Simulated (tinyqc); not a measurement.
# Short-channel transistor, virtual-source model with series resistance, step by step

tinyqc, about 0.01 s, one thread, Intel Xeon 2.30GHz (shared host): `OMP_NUM_THREADS=1 python tinyqc.py 2380114 2380115 out.jsonl` Printed values are rounded.

The current per gate width is the charge at the top of the source barrier (the virtual source) times its velocity times a saturation function; al and be are fitting constants of the model. Units: I in uA/um, Rs in ohm um, so I Rs = 1e-6 I Rs in volts; Q in uC/cm^2, so I = 1e-4 Q vx0 Fsat with vx0 in cm/s.

Values chosen for this exercise: temperature T = 325 K; inversion capacitance Cinv = 3.25 uF/cm^2; velocity at the virtual source vx0 = 1.33e7 cm/s; apparent mobility mu = 190 cm^2/(V s); channel length L = 65 nm; threshold at zero drain voltage VT0 = 0.36 V; drain-induced barrier lowering dl = 0.087 V/V; subthreshold factor n0 = 1.09; growth of n with drain voltage nd = 0 1/V; threshold shift (in units of Vt) from weak to strong inversion al = 3.5; sharpness of saturation be = 1.6; series resistance of each contact Rs = 50 ohm um; gate voltage Vgs = 0.38 V; drain voltage Vds = 0.3 V.

Constants: q = 1.602176634e-19 C, kB = 1.380649e-23 J/K, Vt = kB T/q. Results are converted to the units shown.

## Iteration 1: current through the series resistance

I at the start = 0 uA/um

Intrinsic voltages Vg' = Vgs - I Rs, Vd' = Vds - 2 I Rs. n = n0 + nd Vd', VT = VT0 - dl Vd', Ff = 1/(1 + exp((Vg' - VT + al Vt/2)/(al Vt))), Q = Cinv n Vt ln(1 + exp((Vg' - VT + al Vt Ff)/(n Vt))), Vdsat = (vx0 L/mu)(1 - Ff) + Vt Ff, Fsat = u/(1 + u^be)^(1/be) with u = Vd'/Vdsat, and I(out) = Q vx0 Fsat per width. (Fsat takes the sign of u.) I(new) = I + 0.5 (I(out) - I).

Vg' = 0.38 V
Vd' = 0.3 V
VT = 0.3339 V
Ff = 0.2748204
Q = 0.2460516 uC/cm^2
Vdsat = 0.3376534 V
Fsat = 0.6094931
I(out) = 199.4558 uA/um
I after iteration 1 = 99.72790 uA/um

## Iteration 2: current through the series resistance

As before.

Vg' = 0.3750136 V
Vd' = 0.2900272 V
VT = 0.3347676 V
Ff = 0.2868811
Q = 0.2322327 uC/cm^2
Vdsat = 0.3325036 V
Fsat = 0.6033345
I(out) = 186.3516 uA/um
I after iteration 2 = 143.0398 uA/um

## Course of the iteration: current through the series resistance

Stop when I changes by less than 1e-7 uA/um, or after 80 iterations.

Course of the iteration:

| iteration | I (uA/um) | \|change\| (uA/um) |
|---|---|---|
| 1 | 99.72790 | 99.7 |
| 2 | 143.0398 | 43.3 |
| 3 | 161.9120 | 18.9 |
| 4 | 170.1470 | 8.24 |
| 5 | 173.7428 | 3.60 |
| 6 | 175.3132 | 1.57 |
| 7 | 175.9992 | 0.686 |
| 8 | 176.2989 | 0.300 |
| 9 | 176.4298 | 0.131 |
| ... | ... | ... |
| 19 | 176.5313 | 3.31e-5 |
| 20 | 176.5313 | 1.45e-5 |
| 21 | 176.5313 | 6.32e-6 |
| 22 | 176.5313 | 2.76e-6 |
| 23 | 176.5313 | 1.21e-6 |
| 24 | 176.5313 | 5.27e-7 |
| 25 | 176.5313 | 2.30e-7 |
| 26 | 176.5313 | 1.01e-7 |
| 27 | 176.5313 | 4.39e-8 |

Converged in 27 iterations. At the end each change is about 0.44 times the one before: linear convergence.

## What the series resistance costs

converged I = 176.5313 uA/um
I0 = 199.4558 uA/um

Intrinsic voltages Vg' = Vgs - I Rs, Vd' = Vds - 2 I Rs. n = n0 + nd Vd', VT = VT0 - dl Vd', Ff = 1/(1 + exp((Vg' - VT + al Vt/2)/(al Vt))), Q = Cinv n Vt ln(1 + exp((Vg' - VT + al Vt Ff)/(n Vt))), Vdsat = (vx0 L/mu)(1 - Ff) + Vt Ff, Fsat = u/(1 + u^be)^(1/be) with u = Vd'/Vdsat, and I = Q vx0 Fsat per width. I0 is the current for Rs = 0. Effective velocity I/Q; transit time L Q/I.

loss against I0 = 11.49351 %
effective velocity = 7.959485e6 cm/s
transit time = 0.8166358 ps

The carriers leave the virtual source at 59.8 % of vx0: Vd' is not large against Vdsat.
